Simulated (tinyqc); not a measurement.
Thickness from two neighbouring fringes.

Problem. At normal incidence a transparent film with an index between those of air and substrate, taken as constant, has reflectance minima at 2 n1 d = (m + 1/2) lam (small phase shifts at the substrate neglected). Find d and the order m of the shorter wavelength.

Parameters, values chosen for the exercise: index of the transparent film n1 = 1.65.

wavelengths of two neighbouring reflectance minima (nm): [496, 554.35294]

Answer. Neighbouring orders differ by one: 2 n1 d (1/lam1 - 1/lam2) = 1.

d = 1.43e3 nm
m = 9

Computed by the program tinyqc: `OMP_NUM_THREADS=1 python tinyqc.py 2870146 2870147 out.jsonl`, one thread of a shared Intel Xeon 2.30GHz, about 0.01 s for the whole run.
